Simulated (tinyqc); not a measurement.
From results back to parameters: five-level k.p model folded onto the conduction band. Three cases, with inputs chosen for the exercise.

Problem. The levels are known; the mass and the g factor at E = Eg are given. Find Ep and Ep2.

Second-order sums for the lowest conduction level at E: 1/m = 1 + Cm + (Ep/3)(2/E + 1/(E + Dso)) - (Ep2/3)(2/(E7 + D2 - E) + 1/(E7 - E)); g/2 = 1 + Cg - (Ep/3)(1/E - 1/(E + Dso)) - (Ep2/3)(1/(E7 - E) - 1/(E7 + D2 - E)). E is counted from the top of the valence band; E = Eg at the edge.

Case 1.

Values chosen (near those of InAs; not measured data): Eg = 0.417 eV (gap at Gamma to the s-like level); Dso = 0.392 eV (spin-orbit splitting); E7 = 4.35 eV (upper Gamma7 conduction level, from the valence top); D2 = 0.16 eV (its spin-orbit splitting, Gamma8 above Gamma7); Cm = -2 (remote term in 1/m); Cg = 0 (remote term in g/2).

m = 0.02424618 m0
g = -14.764427

Case 2.

Values chosen (near those of InAs; not measured data): Eg = 0.413 eV (gap at Gamma to the s-like level); Dso = 0.387 eV (spin-orbit splitting); E7 = 4.31 eV (upper Gamma7 conduction level, from the valence top); D2 = 0.15 eV (its spin-orbit splitting, Gamma8 above Gamma7); Cm = -1.9 (remote term in 1/m); Cg = -0.02 (remote term in g/2).

m = 0.02386231 m0
g = -14.683980

Case 3.

Values chosen (near those of GaAs; not measured data): Eg = 1.53 eV (gap at Gamma to the s-like level); Dso = 0.343 eV (spin-orbit splitting); E7 = 4.42 eV (upper Gamma7 conduction level, from the valence top); D2 = 0.17 eV (its spin-orbit splitting, Gamma8 above Gamma7); Cm = -1 (remote term in 1/m); Cg = 0 (remote term in g/2).

m = 0.06704105 m0
g = -0.062957

Find: coefficients of (Ep, Ep2); right-hand sides 1/m - 1 - Cm and 1 + Cg - g/2; Ep, Ep2.

Solution. Both sums are linear in Ep and Ep2, so two equations fix them.

Case 1.

coefficients of (Ep, Ep2) (1/eV):
```
,1,2
1,2.01075,-0.24763
2,0.38733,0.00331
```

right-hand sides 1/m - 1 - Cm and 1 + Cg - g/2: 42.2436  8.3822

Ep, Ep2 (eV): 21.60  4.80

Case 2.

coefficients of (Ep, Ep2) (1/eV):
```
,1,2
1,2.03087,-0.25027
2,0.39044,0.00317
```

right-hand sides 1/m - 1 - Cm and 1 + Cg - g/2: 42.8071  8.3220

Ep, Ep2 (eV): 21.30  1.80

Case 3.

coefficients of (Ep, Ep2) (1/eV):
```
,1,2
1,0.61370,-0.33321
2,0.03990,0.00641
```

right-hand sides 1/m - 1 - Cm and 1 + Cg - g/2: 14.9162  1.0315

Ep, Ep2 (eV): 25.50  2.20

Computed by tinyqc, one run a case: `OMP_NUM_THREADS=1 python tinyqc.py N N+1 out.jsonl` with N = 1080732, 1080765, 1080799; one thread of a shared Intel(R) Xeon(R) Processor @ 2.30GHz, about 0.01 s a run at most.
